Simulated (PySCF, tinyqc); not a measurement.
Worked calculation: CCSD on RHF in the sto-6g basis, frozen core, for BeH+, spin multiplicity 1. The lowest restricted solution is unstable here: a spin-polarised one lies 0.0098 hartree lower (PySCF). One step of it, computed by the program tinyqc.

Problem. CCSD: starting amplitudes. t_ij^ab = <ij||ab> / (e_i + e_j - e_a - e_b), whose energy is MP2.

orbital energies (hartree): MO1 -5.057151, MO2 -0.641639, MO3 -0.252588, MO4 -0.125450, MO5 -0.125450, MO6 0.083605

Two-electron integrals over orbitals (pq|rs), unique and non-zero (hartree); the lowest 1 orbital is frozen and left out:
```
(22|22) 0.451174    (32|22) -0.064855   (32|32) 0.065871    (33|22) 0.327545
(33|32) 0.032175    (33|33) 0.423661    (42|42) 0.045664    (43|42) 0.034980
(43|43) 0.048163    (44|22) 0.346530    (44|32) 0.043147    (44|33) 0.380774
(44|44) 0.450117    (52|52) 0.045664    (53|52) 0.034980    (53|53) 0.048163
(54|54) 0.024258    (55|22) 0.346530    (55|32) 0.043147    (55|33) 0.380774
(55|44) 0.401601    (55|55) 0.450117    (62|22) 0.018226    (62|32) -0.057203
(62|33) -0.007330   (62|44) -0.070434   (62|55) -0.070434   (62|62) 0.118040
(63|22) -0.057142   (63|32) 0.061955    (63|33) 0.049428    (63|44) 0.038196
(63|55) 0.038196    (63|62) -0.061563   (63|63) 0.078412    (64|42) -0.025005
(64|43) -0.007360   (64|64) 0.022196    (65|52) -0.025005   (65|53) -0.007360
(65|65) 0.022196    (66|22) 0.457518    (66|32) -0.068147   (66|33) 0.355824
(66|44) 0.350646    (66|55) 0.350646    (66|62) 0.041956    (66|63) -0.059255
(66|66) 0.492503
```

Give: Starting amplitudes; correlation energy.

Solution.

Starting amplitudes (spin orbitals 1a, 1b, ...; amplitudes related by a flip of all spins are not repeated):
```
from      to        t
2a 2b  3a 3b  -0.0847
2a 2b  6a 6b  -0.0814
2a 2b  3a 6b   0.0513
2a 2b  4a 4b  -0.0442
2a 2b  5a 5b  -0.0442
```

correlation energy = -0.025095 hartree
